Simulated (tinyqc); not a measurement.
Worked calculation: plane-wave Kohn-Sham cycle with exchange-only LDA in a layered model solid. One step of it, computed by the program tinyqc.

Question. Iteration 1: levels at that k. Diagonalise the Hermitian matrix.

H (hartree), order -2, -1, +0, +1, +2:
$$\begin{pmatrix}
0.270577 & -0.280000 & 0.000000 & 0.000000 & 0.000000 \\
-0.280000 & -0.102424 & -0.280000 & 0.000000 & 0.000000 \\
0.000000 & -0.280000 & -0.226758 & -0.280000 & 0.000000 \\
0.000000 & 0.000000 & -0.280000 & -0.102424 & -0.280000 \\
0.000000 & 0.000000 & 0.000000 & -0.280000 & 0.270577
\end{pmatrix}$$

Give: eigenvalues.

Answer.

eigenvalues (hartree): [-0.6057, -0.2523, 0.0626, 0.4205, 0.4845]
